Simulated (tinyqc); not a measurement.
# Double-gate transistor below threshold, two-dimensional Poisson equation on a small mesh: what changes with what

Half of a symmetric double-gate structure: row 0 is the mid-plane of the body, where the normal field vanishes. Mobile charge is neglected (subthreshold), the body is fully depleted, and potentials are counted from the intrinsic level; rows run upward to the gate, columns from source to drain.

Inputs (values chosen for the exercise); semiconductor permittivity close to that of germanium:
- T = 300 K (temperature)
- eps_r = 16.3 (relative permittivity of the semiconductor)
- eox = 25 (relative permittivity of the insulator)
- tb = 8 nm (half the body thickness)
- tox = 6.4 nm (insulator thickness)
- L = 46 nm (channel length)
- Na = 2.9e17 cm^-3 (acceptor density of the depleted body)
- Vbi = 0.55 V (potential of the source)
- Vfb = -0.04 V (gate offset)
- Vg = 0.1 V (gate voltage)
- Vd = 1 V (drain voltage)

Constants: q = 1.602176634e-19 C, kB = 1.380649e-23 J/K, Vt = kB T/q, eps0 = 8.8541878128e-14 F/cm where lengths are in cm. Results are converted to the units shown.

Each table varies one quantity; the others keep the values above.

## Effect of the channel length

Mesh: rows i = 0..12 in the semiconductor (step hs = tb/12, row 12 on the interface), then 8 step(s) ho = tox/8 up to the gate row 20; columns j = 0..80 (step hy = L/80). Box integration, divided by eps0: up_i = eps hy/h of the interval above row i, dn_i = that of the interval below (0 for row 0), lat_i = (sum of eps h/2 over the intervals above and below)/hy, s_i = -q Na w_i hy/eps0 with w_i the semiconductor height of the box (hs/2 for row 0 and the interface row, hs between, 0 in the insulator). Each free node obeys (up + dn + 2 lat) psi = up psi(above) + dn psi(below) + lat [psi(left) + psi(right)] + s. Fixed values: gate row Vg - Vfb; column 0 at Vbi and the last column at Vbi + Vd in the semiconductor, each running linearly to Vg - Vfb across the insulator. The system is solved directly. On row 0 the minimum of psi and its place come from a parabola through the three lowest nodes; barrier = Vbi - minimum, swing = Vt ln 10/(d psi/dVg), DIBL = (d psi/dVd)/(d psi/dVg) there. Lambda = pi/k with k the smallest positive root of tan(k tox) tan(k tb) = eox/eps_r.

Effect of the channel length:

| L (nm) | L/Lambda | barrier (V) | place y/L | swing (mV/decade) | DIBL (mV/V) |
|---|---|---|---|---|---|
| 28 | 1.101 | 0.1139 | 0.2947 | 124.5 | 197.0 |
| 34 | 1.337 | 0.2022 | 0.3446 | 93.10 | 117.2 |
| 41 | 1.612 | 0.2791 | 0.3765 | 77.79 | 67.71 |
| 50 | 1.966 | 0.3428 | 0.4009 | 68.81 | 35.41 |
| 60 | 2.359 | 0.3832 | 0.4181 | 64.21 | 18.02 |
| 73 | 2.870 | 0.4096 | 0.4329 | 61.54 | 7.777 |
| 89 | 3.500 | 0.4230 | 0.4450 | 60.26 | 2.844 |

Read the table: what changes, and by how much?

As L goes from 28 to 89 nm, the barrier rises from 0.114 to 0.423 V, the swing falls from 125 to 60.3 mV a decade and DIBL falls from 197 to 2.84 mV/V; the ideal swing is 59.5. L/Lambda goes from 1.1 to 3.5. Between the last two rows DIBL decays with a length of 15.9 nm; 2 Lambda/pi is 16.2 nm. At L = 28 nm the barrier is under 6 Vt, so mobile charge, neglected here, begins to count.

## Choice of the relaxation factor

Mesh: rows i = 0..2 in the semiconductor (step hs = tb/2, row 2 on the interface), then 2 step(s) ho = tox/2 up to the gate row 4; columns j = 0..6 (step hy = L/6). Sweeps go row by row from row 0, left to right, psi(new) = psi + omega (t - psi) with t the value that solves the node equation for the newest neighbours; free nodes start at zero; stop when the largest change is below 1e-7 V.

Choice of the relaxation factor:

| omega | sweeps |
|---|---|
| 1 | 61 |
| 1.1 | 49 |
| 1.2 | 39 |
| 1.3 | 30 |
| 1.4 | 21 |
| 1.5 | 26 |
| 1.6 | 35 |
| 1.7 | 48 |
| 1.8 | 74 |
| 1.9 | 150 |

What does the table show?

Gauss-Seidel (omega = 1) takes 61 sweeps; the fewest, 21, are at omega = 1.4, and omega = 1.9 takes 150. The Jacobi matrix of this mesh has spectral radius rho = 0.8856, so theory puts the best factor at 2/(1 + sqrt(1 - rho^2)) = 1.37.

## Refining the mesh

The mesh has 2 c steps in the semiconductor (rows from 0 up to the interface), c steps in the insulator and 8 c along the channel, each uniform. The system is solved directly; psi is read on row 0 at mid-channel.

Results:

| c | unknowns | psi at mid-channel (V) | d psi/dVg |
|---|---|---|---|
| 1 | 21 | 0.2762 | 0.8302 |
| 3 | 207 | 0.2554 | 0.8528 |
| 4 | 372 | 0.2542 | 0.8540 |
| 6 | 846 | 0.2534 | 0.8549 |
| 8 | 1512 | 0.2531 | 0.8552 |
| 12 | 3420 | 0.2529 | 0.8554 |

Estimate the missing row, c = 2.

Computed row:

| c | unknowns | psi at mid-channel (V) | d psi/dVg |
|---|---|---|---|
| 2 | 90 | 0.2586 | 0.8492 |

With this row back in the table: psi at mid-channel goes from 0.2762 V on the coarsest mesh to 0.2529 V on the finest, a difference of 23 mV. d psi/dVg changes by 0.019 from c = 1 to 2, by 0.0048 from 2 to 4 and by 0.0012 from 4 to 8, a ratio of 4.0 between the last two, near the 4 of a second-order scheme.

Numbers from tinyqc (`OMP_NUM_THREADS=1 python tinyqc.py 2480098 2480099 out.jsonl`; about 0.1 s on one thread of a shared Intel Xeon 2.30GHz).
